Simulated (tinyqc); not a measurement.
Electron continuity equation in a given potential, Scharfetter-Gummel discretisation: two steps of the calculation.

Steady state in one dimension: J = q mu n E + q D dn/dx with E = -dpsi/dx and D = mu Vt, dJ/dx = 0, fixed densities nL and nR at the ends. The potential is given, psi = U x/L - Ub exp(-((x/L - xb)/sb)^2), and is not changed by the electrons.

Parameters, values chosen for the exercise; mobility that of a made-up semiconductor:
- T = 450 K (temperature)
- mu = 281 cm^2/(V s) (electron mobility)
- L = 0.99 um (length of the region)
- nL = 1.1e15 cm^-3 (density at x = 0)
- nR = 1.8e15 cm^-3 (density at x = L)

Constants: q = 1.602176634e-19 C, kB = 1.380649e-23 J/K, Vt = kB T/q. Results are converted to the units shown.

Question 1. Bernoulli factors. d_i = (psi_(i+1) - psi_i)/Vt; B(d) = d/(exp(d) - 1), B(0) = 1. The flux on interval i is J_i = (q D/h) [n_(i+1) B(d_i) - n_i B(-d_i)].

psi, node 0 to 12 (V): [-0.0001559, -0.1043862, -0.2470476, -0.4923541, -0.6997686, -0.6780701, -0.6403196, -0.7034799, -0.8001145, -0.9000014, -1.0000000, -1.1000000, -1.2000000]

Give: d_i; B(d_i); B(-d_i).

Answer 1.

```
interval     d_i  B(d_i)  B(-d_i)
0         -2.688   2.884   0.1962
1         -3.679   3.774  0.09530
2         -6.326   6.337  0.01134
3         -5.349   5.374  0.02555
4          0.560  0.7462    1.306
5          0.974  0.5910    1.565
6         -1.629   2.026   0.3975
7         -2.492   2.717   0.2248
8         -2.576   2.788   0.2121
9         -2.579   2.790   0.2117
10        -2.579   2.790   0.2117
11        -2.579   2.790   0.2117
```

The largest |d_i| is 6.33, above 2, where central differences lose the sign pattern that keeps densities positive.

Question 2. Densities and current. B(d_i) and B(-d_i) are the Bernoulli factors of the potential steps, b and f the diagonal and right side. Solve B(-d_(i-1)) n_(i-1) + b_i n_i + B(d_i) n_(i+1) = f_i (end values already in f), then J_i = (q D/h) [n_(i+1) B(d_i) - n_i B(-d_i)], h = L/12, D = mu Vt.

```
interval      B(d_i)      B(-d_i)
0          2.8840635   0.19618961
1          3.7742236  0.095299634
2          6.3372602  0.011339373
3          5.3743167  0.025549546
4         0.74617874    1.3057348
5         0.59100396    1.5645078
6          2.0262598   0.39749483
7          2.7167963   0.22480035
8          2.7879995   0.21213290
9          2.7904544   0.21170944
10         2.7904857   0.21170405
11         2.7904858   0.21170402
```

```
node   diagonal b  right side f (cm^-3)
1      -2.9793632         -2.1580857e14
2      -3.7855630                     0
3      -6.3628097                     0
4      -6.6800515                     0
5      -2.3106865                     0
6     -0.98849880                     0
7      -2.2510602                     0
8      -2.9289292                     0
9      -2.9997090                     0
10     -3.0021585                     0
11     -3.0021897         -5.0228745e15
```

Wanted: n; J.

Answer 2.

n, node 0 to 12 (cm^-3): [1.1000e15, 1.6843e15, 1.2724e15, 7.3473e14, 8.6719e14, 7.7382e15, 2.8339e16, 7.8500e15, 2.3581e15, 1.8443e15, 1.8034e15, 1.8002e15, 1.8000e15]
J, interval 0 to 11 (A/cm^2): [982.27, 982.27, 982.27, 982.27, 982.27, 982.27, 982.27, 982.27, 982.27, 982.27, 982.27, 982.27]

Numbers from tinyqc (`OMP_NUM_THREADS=1 python tinyqc.py 2220058 2220059 out.jsonl`; about 0.01 s on one thread of a shared Intel Xeon 2.30GHz).
